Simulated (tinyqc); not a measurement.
# Gap voltage and exponent from three temperatures

Inverse problem. At constant current VBE(T) = Vg0 - a T - eta (kB T/q) ln T, where a is a constant. Find Vg0, eta and dVBE/dT at the middle temperature.

Constants: q = 1.602176634e-19 C, kB = 1.380649e-23 J/K. Results are converted to the units shown.

T (K): 253  273  330
VBE at a constant current (V): 0.8393183820  0.8073127692  0.7140356117

Answer. The relation is linear in Vg0, a and eta, so three points give a linear system; the slope is (VBE - Vg0 - eta kB T/q)/T. eta rests on the curvature of VBE(T) alone, so real fits need accuracy of some tens of microvolts or better.

Vg0 = 1.174 V
eta = 3.100
dVBE/dT = -1.610 mV/K

Program tinyqc, `OMP_NUM_THREADS=1 python tinyqc.py 2062117 2062118 out.jsonl`; Intel Xeon 2.30GHz, shared host, one thread, about 0.02 s.
